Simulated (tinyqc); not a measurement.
What each parameter does: Tamm state at the end of a one-band chain.

A half-infinite chain with site energy 0 and hopping -t, band E = -2t cos(ka); the end site has energy D. The surface Green function of the unperturbed half chain is g = (E -/+ sqrt(E^2 - 4t^2))/(2t^2), the root with |t g| <= 1 and Im g <= 0, and with the shift G = g/(1 - D g).

Parameters, chosen for this exercise: t = 1.54 eV (hopping); D = 2.2 eV (shift of the end site); a = 3.8 angstrom (spacing); E = 0.09 eV (energy in the band).

E = D + t^2/D, weight 1 - (t/D)^2, decay length -a/ln|t/D|, surface density -Im G/pi at E.

Results for these values:
```
case,bound level (eV),weight,decay (angstrom),density (1/eV)
base,3.2780,0.5100,10.654,0.0699
```

What happens to each result for D = 2.64 eV, all else kept?

Answer: bound level rises from 3.2780 to 3.5383; weight rises from 0.5100 to 0.6597; decay falls from 10.654 to 7.050; density falls from 0.0699 to 0.0538.

The same for each parameter in turn:
```
case,bound level (eV),weight,decay (angstrom),density (1/eV)
base,3.2780,0.5100,10.654,0.0699
t = 1.617 eV,3.3885,0.4598,12.342,0.0709
D = 2.64 eV,3.5383,0.6597,7.050,0.0538
a = 4.18 angstrom,3.2780,0.5100,11.719,0.0699
E = 0.045 eV,3.2780,0.5100,10.654,0.0689
```

(tinyqc, `OMP_NUM_THREADS=1 python tinyqc.py 1450802 1450803 out.jsonl`, Intel(R) Xeon(R) Processor @ 2.30GHz, 1 thread, shared host, about 0.01 s.)
